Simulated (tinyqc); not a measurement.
Inside a calculation. Method: one-electron ion in a basis of Gaussians. One step of it, computed by the program tinyqc.

Problem. Matrices over normalised Gaussians. With p = a_i + a_j and I(k) = Gamma((k+1)/2) / (2 p^((k+1)/2)): S = I(2l+2), T = (2l+3) a_i a_j S / p, V = -Z I(2l+1), each divided by sqrt(S_ii S_jj).

exponents of r^l exp(-a r^2) (1/bohr^2): [0.192600, 0.488600, 1.240000, 3.146000, 7.981000, 20.250000]

Z = 2

l = 0

Give: S; T; V.

Solution.

S:
```
[[1.000, 0.855, 0.564, 0.318, 0.167, 0.085],
 [0.855, 1.000, 0.855, 0.564, 0.318, 0.167],
 [0.564, 0.855, 1.000, 0.855, 0.564, 0.318],
 [0.318, 0.564, 0.855, 1.000, 0.855, 0.564],
 [0.167, 0.318, 0.564, 0.855, 1.000, 0.855],
 [0.085, 0.167, 0.318, 0.564, 0.855, 1.000]]
```

T (hartree):
```
[[0.289, 0.354, 0.282, 0.173, 0.094, 0.049],
 [0.354, 0.733, 0.899, 0.715, 0.440, 0.239],
 [0.282, 0.899, 1.860, 2.281, 1.815, 1.116],
 [0.173, 0.715, 2.281, 4.719, 5.786, 4.604],
 [0.094, 0.440, 1.815, 5.786, 11.972, 14.679],
 [0.049, 0.239, 1.116, 4.604, 14.679, 30.375]]
```

V (hartree):
```
[[-1.401, -1.592, -1.522, -1.313, -1.078, -0.867],
 [-1.592, -2.231, -2.536, -2.424, -2.091, -1.717],
 [-1.522, -2.536, -3.554, -4.040, -3.862, -3.332],
 [-1.313, -2.424, -4.040, -5.661, -6.434, -6.152],
 [-1.078, -2.091, -3.862, -6.434, -9.016, -10.249],
 [-0.867, -1.717, -3.332, -6.152, -10.249, -14.362]]
```
